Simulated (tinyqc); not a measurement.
Ion implantation: universal nuclear stopping, Lindhard-Scharff electronic stopping and a Gaussian range profile: one step, computed by the program tinyqc.

An ion slows by elastic collisions with screened nuclei and by friction with electrons; channelling is ignored and the target is uniform.

Question. Damage. Kinchin-Pease count with efficiency 0.8: N_d = 0.8 nu/(2 E_d), taking all of nu as damage energy (an upper estimate, as recoils also lose energy to electrons). Spread over a depth R_p + dR_p, displacements per atom = Q N_d/(N (R_p + dR_p)).

Inputs (values chosen for the exercise, modelled on oxygen ions in diamond): target density N = 176.3 1/nm^3; dose Q = 2.6e+14 1/cm^2; displacement energy E_d = 40 eV.

energy lost to nuclei nu = 42.71776 keV

projected range R_p = 127.4360 nm

straggle dR_p = 42.04549 nm

Give: displacements per ion N_d; displacements per atom.

Answer.

displacements per ion N_d = 427.2

displacements per atom = 0.03717

One displacement per atom would need a dose of 7.0e15 per cm^2 if no defects annealed. Caution: the estimates of R_p and dR_p assume mainly nuclear stopping and an ion not much lighter than the target; here they are rough, and for light ions in heavy targets the straggle can be low by a factor of two or more.
